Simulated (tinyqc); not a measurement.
From results back to parameters: hydrogenic donor in a hard-walled well (variational). Three cases, with inputs chosen for the exercise.

Problem. The binding energy was computed from a hidden position zi >= 0.

Trial function cos(pi z/L) exp(-r/lam), r measured from the donor at zi, walls at +/- L/2, one eps everywhere. Counted from the lowest subband, E(lam) = c/(m lam^2) - (q/eps) I0/I1, with I0 the integral of cos^2(pi z/L) exp(-2|z - zi|/lam) over the well and I1 the same with the factor (|z - zi| + lam/2); c = hbar^2/2m0, q = e^2/(4 pi eps0). The binding energy is -E at the minimum.

Constants: hbar^2/2m0 = 3.80998211 eV angstrom^2; e^2/(4 pi eps0) = 14.39964547 eV angstrom.

Find: zi; 2 zi/L.

Method. The binding falls steadily from the centre to the wall, so bisection in zi, with the minimum over lam at each step, finds one position.

Case 1.

Values chosen (out of a larger set: near those of InGaAs; not measured data): m = 0.041 m0 (mass); eps = 14.3 (dielectric constant); L = 724 angstrom (well width).

binding energy = 2.4684 meV

Solution.

zi = 237.0 angstrom
2 zi/L = 0.65

Case 2.

Values chosen (out of a larger set: near those of Si, with one mean mass; not measured data): m = 0.294 m0 (mass); eps = 11.3 (dielectric constant); L = 62 angstrom (well width).

binding energy = 22.4390 meV

Solution.

zi = 28.0 angstrom
2 zi/L = 0.90

Case 3.

Values chosen (out of a larger set: near those of Ge, with one mean mass; not measured data): m = 0.125 m0 (mass); eps = 15.8 (dielectric constant); L = 215 angstrom (well width).

binding energy = 5.5266 meV

Solution.

zi = 84.0 angstrom
2 zi/L = 0.78

Computed by tinyqc, one run a case: `OMP_NUM_THREADS=1 python tinyqc.py N N+1 out.jsonl` with N = 1250373, 1250381, 1250564; one thread of a shared Intel(R) Xeon(R) Processor @ 2.30GHz, about 0.03 s a run at most.
